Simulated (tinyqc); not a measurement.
# From one set of inputs to another, one input at a time

Model: space-charge-limited current through a thin insulating or semi-insulating film with traps. Computed by tinyqc, a small Python program. Command: `OMP_NUM_THREADS=1 python tinyqc.py 3003044 3003045 out.jsonl sclc ladder`. One thread of a shared host (Intel(R) Xeon(R) Processor @ 2.30GHz), about 0.01 s of CPU time with the checks.

One ohmic injecting contact at x = 0 (field zero), drift only, non-degenerate free carriers.

The inputs printed are set A. Set A is modelled on semi-insulating GaN; the values taken over come from a set modelled on semi-insulating GaAs. Inputs not listed in the table keep their values of set A, so the rows need not describe a real material.

Inputs (values chosen for the exercise, modelled on semi-insulating GaN):
```
quantity                                            value        unit
permittivity eps                                      9.7           -
band mobility mu                                      240  cm^2/(V s)
effective density of states N_c                   2.5e+18      1/cm^3
trap density N_t                                  7.9e+16      1/cm^3
equilibrium Fermi level below the band edge, E_0     0.61          eV
thickness d                                           290          nm
free density at the anode, in units of N_c        1.9e-09           -
temperature T                                         250           K
trap level E_t below the band edge                   0.24          eV
```

Traps: single level.

Constants: k_B = 8.617333262e-05 eV/K; e = 1.602176634e-19 C; eps_0 = 8.8541878128e-12 F/m.

Method:
- Free density n_0 = N_c exp(-E_0/k_B T) in equilibrium; trapped density n_t(n) = N_t/(1 + n_1/n), n_1 = N_c exp(-E_t/k_B T).
- theta = n/(n + n_t) at the anode density; trap-filled-limit voltage V_TFL = e (N_t - n_t(n_0)) d^2/(2 eps eps_0).
- J = e mu n F and (eps eps_0/e) dF/dx = n - n_0 + n_t(n) - n_t(n_0) = rho(n). With F = J/(e mu n): d = (eps eps_0 J/(e^2 mu)) I_1 and V = (eps eps_0 J^2/(e^3 mu^2)) I_2, I_k = int_(n_L)^infinity dn/(n^(k+1) rho(n)), n_L the density at the anode; with u = n_L/n, 200 Gauss-Legendre points in t, u = 1 - (1 - t)^2.
- Anode field J/(e mu n_L); Mott-Gurney current (9/8) eps eps_0 mu V^2/d^3; ohmic current e n_0 mu V/d.

Each row keeps all changes above it:
```
input moved                                    from       to  current density J (A/cm^2)  voltage V (V)       theta
set A                                             -        -                  2.0437e-05       0.002163  4.5918e-04
free density at the anode, in units of N_c  1.9e-09    2e-09                  2.2644e-05       0.002277  4.5918e-04
permittivity eps                                9.7     12.9                  1.7027e-05       0.001712  4.5918e-04
trap level E_t below the band edge (eV)        0.24     0.31                  4.3565e-04       0.043731  1.7886e-05
band mobility mu (cm^2/(V s))                   240     3200                  5.8086e-03       0.043731  1.7886e-05
thickness d (nm)                                290      220                  4.4065e-03       0.025168  1.7886e-05
trap density N_t (1/cm^3)                   7.9e+16  5.7e+16                  3.1794e-03       0.018159  2.4790e-05
```

Current density J goes from 2.04e-5 to 0.00318, a factor 156 in all. The largest single move comes from trap level E_t below the band edge (a factor 25.6), and trap density N_t works against it (a factor 0.722). Voltage V goes from 0.00216 to 0.0182, a factor 8.39 in all. The largest single move comes from trap level E_t below the band edge (a factor 25.5), and thickness d works against it (a factor 0.576). Theta goes from 4.59e-4 to 2.48e-5, a factor 0.0540 in all. The largest single move comes from trap level E_t below the band edge (a factor 0.0390), and trap density N_t works against it (a factor 1.39). The single moves hold for this order of the switches; the total does not depend on the order.

Caution (all rows): V is below 10 k_B T/e, where diffusion from the contact, left out here, dominates.

Extremes, crossings and ranges named in words are read from the listed rows.
